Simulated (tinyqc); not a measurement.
Composition against offsets: model-solid line-up of a strained alloy layer on a substrate.

All values of the alloy are linear in x but the gap, Eg(x) = (1 - x) Eg_A + x Eg_B - C x (1 - x), and the valence edge, Ev(x) = (1 - x) Ev_A + x Ev_B + fv C x (1 - x); Ec = Ev + Eg. Ev is the top of the unstrained valence band on a scale common to all materials. In the layer only the Gamma valley of the conduction band is followed, also where an X or L valley would lie lower.

Coherent growth on a (111) face: e_par = (a_s - a)/a, e_perp = -(2 C11 + 4 C12 - 4 C44)/(C11 + 2 C12 + 4 C44) e_par; exx = eyy = ezz = (2 e_par + e_perp)/3 and exy = eyz = ezx = (e_perp - e_par)/3.

Strained edges: Ec + ac tr(e); the valence edges are Ev plus the levels of the 6 x 6 matrix of X, Y, Z times spin with -Dso/3 + l exx + m (eyy + ezz) on the diagonal (cyclic), n exy off it, l = av + 2 b, m = av - b, n = sqrt(3) d. Spin-orbit term (Dso/3) L.sigma on X, Y, Z with (L_k)_ij = -i epsilon_kij: <X+|H|Y+> = -i Dso/3, <X+|H|Z-> = Dso/3, <Y+|H|Z-> = -i Dso/3, <Z+|H|X-> = -Dso/3, <Z+|H|Y-> = i Dso/3, <X-|H|Y-> = i Dso/3, and their conjugates; + and - are the spin along z.

dEc = Ec(substrate) - Ec(layer), dEv = Ev(layer) - Ev(substrate); positive values confine the carrier in the layer. Type I: both of one sign; type II: opposite signs; type III: the gaps do not overlap.

Parameters, chosen for this exercise (A near GaAs, B near GaSb, substrate near InP; shifted at random, so the results belong to these values and not to a real crystal):

| symbol | value | unit | meaning |
|---|---|---|---|
| a | (5.654, 6.094) | angstrom | lattice constant of A, B |
| Eg | (1.514, 0.815) | eV | gap at Gamma to the s-like level of A, B |
| Dso | (0.338, 0.753) | eV | spin-orbit splitting of A, B |
| Ev | (-0.8, -0.03) | eV | top of the unstrained valence band of A, B |
| ac | (-7.07, -7.51) | eV | conduction deformation potential of A, B |
| av | (1.17, 0.81) | eV | valence hydrostatic potential of A, B |
| b | (-2, -2.02) | eV | tetragonal shear potential of A, B |
| d | (-4.77, -4.63) | eV | trigonal shear potential of A, B |
| C11 | (122.9, 88.5) | GPa | of A, B |
| C12 | (56.6, 40.4) | GPa | of A, B |
| C44 | (59.8, 42.9) | GPa | of A, B |
| C | 1.659 | eV | bowing of the gap |
| fv | 0.7 |  | share of the bowing taken by the valence edge |
| a_s | 5.868 | angstrom | substrate |
| Eg_s | 1.416 | eV | lowest gap of the substrate |
| Ev_s | -0.95 | eV | substrate valence edge |
| face | 111 |  | growth face |

Each composition is strained to the same substrate.

Results:

| x | e_par (%) | relaxed gap (eV) | strained gap (eV) | valence splitting (meV) | dEc (eV) | dEv (eV) | type |
|---|---|---|---|---|---|---|---|
| 0.10 | 2.98 | 1.295 | 0.747 | 298 | 0.110 | 0.558 | I |
| 0.21 | 2.12 | 1.092 | 0.714 | 200 | 0.048 | 0.653 | I |
| 0.33 | 1.19 | 0.917 | 0.711 | 105 | -0.032 | 0.737 | II |
| 0.55 | -0.47 | 0.719 | 0.759 | 37 | -0.216 | 0.873 | II |
| 0.66 | -1.29 | 0.680 | 0.790 | 94 | -0.326 | 0.952 | II |
| 0.78 | -2.15 | 0.684 | 0.868 | 148 | -0.459 | 1.007 | II |
| 0.89 | -2.94 | 0.729 | 0.981 | 191 | -0.593 | 1.029 | II |

Give the missing row, x = 0.44.

Computed row:
```
x     e_par (%)  relaxed gap (eV)  strained gap (eV)  valence splitting (meV)  dEc (eV)  dEv (eV)  type
0.44       0.35             0.798              0.739                       29    -0.118     0.795    II
```

The alloy matches the substrate at x = 0.486, where the top valence edge changes its character and the splitting passes through zero. The strained gap runs from 0.747 to 0.981 eV, against 1.295 to 0.729 eV for the relaxed alloy: strain reverses the change that the composition makes. It is not monotonic; its extremes in the table are 0.711 and 0.981 eV. Strains above 2 % can be kept only in layers of a few nanometres. The type changes: I to II between x = 0.21 and 0.33. Offsets below about 50 meV are within the spread of parameter sets, so those rows do not settle the type.

Computed by tinyqc, a small Python program: `OMP_NUM_THREADS=1 python tinyqc.py 1080291 1080292 out.jsonl` (the numbers bound the seed that draws the inputs); one thread of a shared host (Intel(R) Xeon(R) Processor @ 2.30GHz), about 0.02 s for the whole set of steps.
